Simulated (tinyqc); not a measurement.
Thermoelectric coefficients of a parabolic band, Landauer integrals: effect of the Fermi level.

Bulk parabolic band, x = (E - Ec)/kB T, C = hbar^2/(2 m0), kB T in eV. Modes per area gv m kB T x/(4 pi C) times the back-scattering length l0 x^rr give the transport function s0 X(x), s0 = (2 q^2/h) gv m kB T l0/(4 pi C), X = x^(1 + rr). I_k = int X (x - eta)^k w dx, w = 1/(4 cosh^2((x - eta)/2)).

sigma = s0 I_0, S = -(kB/q) I_1/I_0, Lorenz number L = (kB/q)^2 [I_2/I_0 - (I_1/I_0)^2], kappa_e = L sigma T. Power factor S^2 sigma, ZT = S^2 sigma T/(kappa_e + kL). The integrals are converged.

Parameters, values chosen for the exercise: temperature T = 200 K; mass of one valley m = 0.2 m0; valleys gv = 6; back-scattering length at x = 1 l0 = 1.3 nm; energy exponent of that length rr = 1; lattice thermal conductivity kL = 1.9 W/(m K).

Constants: q = 1.602176634e-19 C, kB = 1.380649e-23 J/K, hbar = 1.054571817e-34 J s, h = 6.62607015e-34 J s, m0 = 9.1093837015e-31 kg, Vt = kB T/q, hbar^2/(2 m0) = 0.0380998212 eV nm^2. Results are converted to the units shown.

Results:
```
eta  sigma (S/cm)  S (uV/K)  kappa_e (W/(m K))  power factor (mW/(m K^2))         ZT
-4         1.5866   -603.80          7.0691e-4                   0.057843  0.0060865
-3         4.2797   -518.62          0.0019068                    0.11511   0.012105
-2         11.401   -435.05          0.0050798                    0.21578   0.022653
-1         29.469   -355.32           0.013133                    0.37205   0.038894
1          157.18   -223.57           0.070334                    0.78564   0.079747
2          305.78   -177.58            0.13770                    0.96425   0.094641
3          530.45   -143.71            0.24105                     1.0955    0.10233
4          837.72   -118.94            0.38459                     1.1851    0.10375
5          1230.3   -100.59            0.57043                     1.2448    0.10078
6          1709.3   -86.696            0.79944                     1.2847   0.095185
```

Estimate the missing row, eta = 0.

Computed row:
```
eta  sigma (S/cm)  S (uV/K)  kappa_e (W/(m K))  power factor (mW/(m K^2))        ZT
0          71.571   -283.38           0.031927                    0.57473  0.059498
```

With this row back in the table: sigma rises from 1.59 to 1710 S/cm, and S rises from -604 to -86.7 uV/K. Among the rows the power factor is largest at eta = 6 and ZT, 0.104, at eta = 4, where S = -119 uV/K. The power factor is still rising in the last row. ZT peaks at a lower eta than the power factor because kappa_e grows with sigma.

Range of the model: Parabolic bands, elastic scattering and a fixed kL make these model figures, not those of a material.

Program tinyqc, `OMP_NUM_THREADS=1 python tinyqc.py 2800026 2800027 out.jsonl`; Intel Xeon 2.30GHz, shared host, one thread, about 0.1 s.
